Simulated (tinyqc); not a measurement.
Long-channel MOSFET, surface-potential model: transfer curve from weak to strong inversion.

n-channel transistor on a uniformly doped p-type body, gradual-channel approximation, constant mobility, Boltzmann statistics, full ionisation. Potentials are counted from the neutral body; V is the electron quasi-Fermi potential, Vsb at the source and Vsb + Vds at the drain. Charges are magnitudes per area.

ni = sqrt(Nc Nv) exp(-Eg/(2 Vt)), Eg in volts; phiF = Vt ln(Na/ni); Cox = eps0 eox/tox; gamma = sqrt(2 q eps0 eps_r Na)/Cox. The surface potential psi at channel potential V solves Vgs + Vsb - Vfb - psi = gamma sqrt(G), G = psi - Vt + Vt exp((psi - 2 phiF - V)/Vt). Charge sheet: Qi = Cox gamma [sqrt(G) - sqrt(psi - Vt)]; I = mu (W/L) [integral of Qi dpsi from psi_0 to psi_L (drift) + Vt (Qi0 - QiL) (diffusion)], with psi_0 at V = Vsb and psi_L at V = Vsb + Vds. Pao-Sah: Qi(V) = (Cox gamma/2) integral from 3 Vt to psi of exp((u - 2 phiF - V)/Vt)/sqrt(G(u, V)) du, and I = mu (W/L) integral of Qi dV from Vsb to Vsb + Vds. Square law: VT = Vfb + 2 phiF + gamma sqrt(2 phiF + Vsb), m = 1 + gamma/(2 sqrt(2 phiF + Vsb)), I = mu Cox (W/L) [(Vgs - VT) v - m v^2/2] with v the smaller of Vds and (Vgs - VT)/m, and zero below VT. gm = dI/dVgs of the charge-sheet current.

Values chosen for this exercise; material values close to those of silicon: temperature T = 293 K; band gap Eg = 1.1 eV; relative permittivity of the semiconductor eps_r = 11.9; conduction-band density of states at T Nc = 2.66e19 cm^-3; valence-band density of states at T Nv = 2.59e19 cm^-3; acceptor density of the body Na = 8.3e17 cm^-3; relative permittivity of the gate insulator eox = 25.2; insulator thickness tox = 65 nm; flat-band voltage Vfb = -0.44 V; channel mobility mu = 110 cm^2/(V s); gate width W = 1 um; gate length L = 5 um; source-body reverse bias Vsb = 0 V; drain-source voltage Vds = 0.1 V.

Constants: q = 1.602176634e-19 C, kB = 1.380649e-23 J/K, Vt = kB T/q, eps0 = 8.8541878128e-14 F/cm where lengths are in cm. Results are converted to the units shown.

Results:
```
Vgs (V)  I, charge sheet (uA)  I, Pao-Sah (uA)  drift share (%)  gm/I (1/V)  I, square law (uA)
1.77                 8.533e-5         8.674e-5           0.4901       20.85                   0
1.95                 0.003281         0.003330            14.47       18.40                   0
2.12                  0.03607          0.03659            54.93       9.859             0.04765
2.29                   0.1181           0.1198            78.05       4.844              0.1742
2.47                   0.2291           0.2322            87.25       2.828              0.3102
2.65                   0.3488           0.3535            91.25       1.947              0.4461
2.82                   0.4657           0.4718            93.31       1.493              0.5745
3.17                   0.7125           0.7213            95.53       1.000              0.8388
```

Estimate the missing row, Vgs = 3 V.

Computed row:
```
Vgs (V)  I, charge sheet (uA)  I, Pao-Sah (uA)  drift share (%)  gm/I (1/V)  I, square law (uA)
3                      0.5919           0.5994            94.66       1.193              0.7104
```

With this row back in the table: The charge-sheet current rises from 8.53e-5 to 0.713 uA. In the first row gm/I is 20.8 1/V, a swing of 110 mV a decade, against Vt ln 10 = 58.1 mV a decade for an ideal gate; in the last it is 1.00 1/V. Drift passes half of the current at Vgs = 2.12 V among the rows listed (VT = 1.97 V). The charge sheet departs most from Pao-Sah at Vgs = 1.77 V, where it is 1.6 % below it. In the last row the square law is 16 % above Pao-Sah. For Vgs = 2.29 to 3.17 V the surface electron density at the source passes 0.3 Nc, where degeneracy and quantisation, left out here, matter.

tinyqc, about 0.05 s, one thread, Intel Xeon 2.30GHz (shared host): `OMP_NUM_THREADS=1 python tinyqc.py 2360090 2360091 out.jsonl`
